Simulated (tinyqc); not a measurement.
Vacuum evaporation: vapour pressure, source flux, thickness distribution, purity and step coverage: one step, computed by the program tinyqc. Command: `OMP_NUM_THREADS=1 python tinyqc.py 3112992 3112993 out.jsonl evap walk`. One thread of a shared host (Intel(R) Xeon(R) Processor @ 2.30GHz), about 0.01 s of CPU time with the checks.

Molecular flow, unit sticking of the metal, no re-evaporation. The background gas is taken as water vapour (18.015 g/mol, collision diameter 0.37 nm) at 300 K.

Problem. Vapour pressure and flux. log10(p_v/Pa) = A - B/T; flux from the surface Phi = p_v/sqrt(2 pi m k_B T), m = M u. Mass loss = Phi x area x m; heat of evaporation = ln(10) R B; d ln Phi/dT = ln(10) B/T^2 - 1/(2 T).

Inputs (values chosen for the exercise, modelled on aluminium, with constants for the liquid):
```
quantity                    value   unit
molar mass M                26.98  g/mol
vapour-pressure constant A  10.95      -
vapour-pressure constant B  16260      K
source temperature T         1420      K
source area                   0.8   cm^2
```

Constants: u = 1.6605390666e-27 kg; k_B = 1.380649e-23 J/K; R = 8.314462618 J/(mol K).

Give: vapour pressure p_v; flux Phi; mass loss; heat of evaporation; change of flux per kelvin.

Solution.

vapour pressure p_v = 0.3157 Pa

flux Phi = 4.250e+17 1/(cm^2 s)

mass loss = 0.05484 g/h

heat of evaporation = 311.3 kJ/mol

change of flux per kelvin = 1.822 %/K

Holding the rate to 1 % needs the temperature to about 0.55 K.
